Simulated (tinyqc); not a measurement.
# Schottky emission and Poole-Frenkel conduction in an insulator, and how to tell them apart: activation energy against field

Schottky emission (electrode-limited): J = As T^2 exp[-(pb - b sqrt(F))/Vt], b = sqrt(q/(4 pi eps0 ei)). Poole-Frenkel emission (bulk-limited): J = s0 F exp[-(pt - 2 b sqrt(F))/Vt]. F in V/cm.

The activation energy is -d ln J/d(q/kB T) at fixed F.

Inputs (values chosen for the exercise); dielectric values close to those of zirconium oxide:
```
symbol,value,unit,meaning
T,350,K,temperature
ei,4.63,,high-frequency relative permittivity
pt,0.88,eV,trap depth
s0,0.024,S/cm,Poole-Frenkel prefactor
pb,1.38,eV,electrode barrier
As,13,A/(cm^2 K^2),Richardson constant
```

Constants: q = 1.602176634e-19 C, kB = 1.380649e-23 J/K, Vt = kB T/q, eps0 = 8.8541878128e-14 F/cm where lengths are in cm. Results are converted to the units shown.

Result of one run:

| F (MV/cm) | sqrt(F) ((V/cm)^0.5) | J, Schottky (A/cm^2) | its Ea (eV) | J, Poole-Frenkel (A/cm^2) | its Ea (eV) |
|---|---|---|---|---|---|
| 3.03 | 1741 | 5.639e-10 | 1.133 | 10.73 | 0.2660 |

What becomes of these results when the field F is changed from 3.03 to 1.61 MV/cm, all else the same?

Result of the changed run:

| F (MV/cm) | sqrt(F) ((V/cm)^0.5) | J, Schottky (A/cm^2) | its Ea (eV) | J, Poole-Frenkel (A/cm^2) | its Ea (eV) |
|---|---|---|---|---|---|
| 1.61 | 1269 | 3.573e-11 | 1.217 | 0.02290 | 0.4325 |

The whole series:

| F (MV/cm) | sqrt(F) ((V/cm)^0.5) | J, Schottky (A/cm^2) | its Ea (eV) | J, Poole-Frenkel (A/cm^2) | its Ea (eV) |
|---|---|---|---|---|---|
| 0.2 | 447.2 | 2.928e-13 | 1.361 | 1.910e-7 | 0.7223 |
| 0.67 | 818.5 | 2.568e-12 | 1.296 | 4.920e-5 | 0.5913 |
| 1.14 | 1068 | 1.102e-11 | 1.252 | 0.001543 | 0.5034 |
| 1.61 | 1269 | 3.573e-11 | 1.217 | 0.02290 | 0.4325 |
| 2.09 | 1446 | 1.005e-10 | 1.185 | 0.2351 | 0.3701 |
| 2.56 | 1600 | 2.477e-10 | 1.158 | 1.750 | 0.3157 |
| 3.03 | 1741 | 5.639e-10 | 1.133 | 10.73 | 0.2660 |
| 3.5 | 1871 | 1.207e-9 | 1.110 | 56.80 | 0.2201 |

Both activation energies fall linearly in sqrt(F), the Poole-Frenkel one twice as fast (0.722 to 0.220 eV against 1.36 to 1.11 eV). They extrapolate to pt = 0.88 eV and to pb + 2 kB T = 1.44 eV, the 2 kB T coming from the T^2. The Schottky current is the smaller one in every row. For F = 2.09, 2.56, 3.03, 3.5 a Fowler-Nordheim estimate for tunnelling through pb with a mass of 0.4 m0 exceeds the Schottky current, so tunnelling, left out here, would compete.

tinyqc, about 0.01 s, one thread, Intel Xeon 2.30GHz (shared host): `OMP_NUM_THREADS=1 python tinyqc.py 2370005 2370006 out.jsonl`
